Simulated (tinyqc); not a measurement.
# Coupling and lever arm from microwave spectroscopy

Question. A charge qubit absorbs at h f = sqrt(ep^2 + 4 tc^2), ep = al (V - V0). Find al, V0 and tc.

Constants: q = 1.602176634e-19 C, h = 6.62607015e-34 J s. Results are converted to the units shown.

gate voltage (mV): 0.1905  0.273  0.339
resonance frequency Om/h (GHz): 4.1775691  3.7339336  6.0336662

Answer. (h f)^2 is a parabola in V: its curvature gives al, its vertex V0 and 4 tc^2.

al = 0.210 eV/V
V0 = 0.240 mV
tc = 6.90 ueV

Numbers from tinyqc (`OMP_NUM_THREADS=1 python tinyqc.py 2470127 2470128 out.jsonl`; about 0.01 s on one thread of a shared Intel Xeon 2.30GHz).
